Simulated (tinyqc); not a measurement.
Fermi-Dirac statistics of conduction electrons: one step. Fermi level in the non-parabolic band. Three cases, with inputs chosen for the exercise.

Question. Solve for eta at the same n.

Non-parabolic band E (1 + alpha E) = c k^2/m: n = Nc (2/sqrt(pi)) integral_0^infinity sqrt(x (1 + a x)) (1 + 2 a x) dx/(1 + exp(x - eta)) with a = alpha kT and eta = (EF - Ec)/kT; a = 0 gives n = Nc F_1/2(eta).

Case 1.

Values chosen (out of a larger set: near those of Si, lowest valleys alone; not measured data): alpha = 0.5 1/eV (non-parabolicity).

u = n/Nc = 5.814728
kT = 0.01723467 eV

Case 2.

Values chosen (out of a larger set: near those of Si, lowest valleys alone; not measured data): alpha = 0.47 1/eV (non-parabolicity).

u = n/Nc = 3.607817
kT = 0.02585200 eV

Case 3.

Values chosen (out of a larger set: near those of InSb, lowest valleys alone; not measured data): alpha = 4.31 1/eV (non-parabolicity).

u = n/Nc = 13.09025
kT = 0.00663535 eV

Give: a; eta; EF - Ec.

Answer.

Case 1.

a = 0.00862
eta = 3.510
EF - Ec = 60.49 meV

The extra states lower EF by 2.83 meV against the parabolic band.

Case 2.

a = 0.01215
eta = 2.352
EF - Ec = 60.81 meV

The extra states lower EF by 3.83 meV against the parabolic band.

Case 3.

a = 0.02860
eta = 5.525
EF - Ec = 36.66 meV

The extra states lower EF by 7.05 meV against the parabolic band.

Computed by tinyqc, one run a case: `OMP_NUM_THREADS=1 python tinyqc.py N N+1 out.jsonl` with N = 1680607, 1680694, 1680704; one thread of a shared Intel(R) Xeon(R) Processor @ 2.30GHz, about 0.01 s a run at most.
